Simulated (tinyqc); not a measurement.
Inside a calculation: plasmons of a degenerate electron gas in the random-phase approximation. Values are carried at full precision from step to step, so a last printed digit may differ when a step is redone from the rounded ones.

Zero temperature, parabolic band: kF = (3 pi^2 n)^(1/3), EF = c kF^2/m, Ep^2 = 8 pi c e2 n/(m eb), qTF^2 = 6 pi e2 n/(eb EF), c = hbar^2/2m0, e2 = e^2/(4 pi eps0), n in 1/angstrom^3 (1e-24 per 1/cm^3).

Constants: hbar^2/2m0 = 3.80998211 eV angstrom^2; e^2/(4 pi eps0) = 14.39964547 eV angstrom; a0 (Bohr radius) = 0.5291772105 angstrom.

Inputs chosen for the exercise (mass and background constant near those of InP; polar phonons, which mix with the plasmon in the real crystal, and the rise of the mass with filling are left out; not measured data): n = 1.9e+18 1/cm^3 (electron density); m = 0.0796 m0 (mass); eb = 9.51 (background dielectric constant); q = 0.0579 1/angstrom (wave vector); E = 93.6 meV (energy transfer); qp = 0.0136 1/angstrom (wave vector of the plasmon).

## Scales of the gas

Also rs = (3/(4 pi n))^(1/3) m/(a0 eb).

kF = 0.038317 1/angstrom
EF = 70.274 meV
Ep = 58.828 meV
qTF = 0.027779 1/angstrom
hbar vF = 3.6680 eV angstrom
rs = 0.792

Ep/EF = 0.837. With rs below 1 the random-phase approximation is within its range. Ep lies within a factor 2 of the LO phonon of such a crystal (about 43 meV), so the real modes are coupled plasmon-phonon branches.

## The dielectric function at one point

Lindhard function: eps(q, E)/eb = 1 + (qTF/q)^2 (f1 + i f2) with z = q/(2 kF), u = E/(hbar vF q), hbar vF = 2 c kF/m; f1 = 1/2 + [h(z - u) + h(z + u)]/(8 z), h(x) = (1 - x^2) ln|(x + 1)/(x - 1)|; f2 = pi u/2 for z + u < 1, (pi/(8 z))(1 - (z - u)^2) for |z - u| < 1 < z + u, else 0. Pairs exist for c (q^2 - 2 q kF)/m < E < c (q^2 + 2 q kF)/m.

E in eV is E/1000. Give also the loss function Im(-eb/eps).

z, u: 0.7555  0.4407

f1, f2: 0.4249  0.4682

eps/eb = 1.098+0.108i
loss function = 0.089

The point lies inside the pair continuum, so eps has an imaginary part.

## The plasmon at one wave vector

Solve f1 (qTF/q)^2 = -1 above the continuum, and compare with E^2 = Ep^2 + (3/5)(hbar vF q)^2 + (c q^2/m)^2.

top of the continuum = 58.74 meV
plasmon energy = 72.15 meV
short formula = 70.94 meV

The plasmon lies 13.41 meV above the continuum and 22.6 % above Ep; the short formula errs by -1.68 %.

## Where Landau damping starts

Find qc at which the plasmon meets the top of the continuum, eps(qc, c (qc^2 + 2 qc kF)/m) = 0, and compare with Ep/(hbar vF).

qc = 0.01962 1/angstrom
qc/kF = 0.512
energy there = 90.39 meV
Ep/(hbar vF) = 0.01604 1/angstrom

The simple estimate is 0.817 times qc.

## Checks

- F-sum of the loss function at q = 1.3 qc over (pi/2) Ep^2 against 1: both 1.00.
- f1 at E = 0 and z = 0.6 against the static Lindhard function: both 0.86968.

tinyqc: `OMP_NUM_THREADS=1 python tinyqc.py 1680523 1680524 out.jsonl`; about 0.01 s, one thread, shared Intel(R) Xeon(R) Processor @ 2.30GHz.
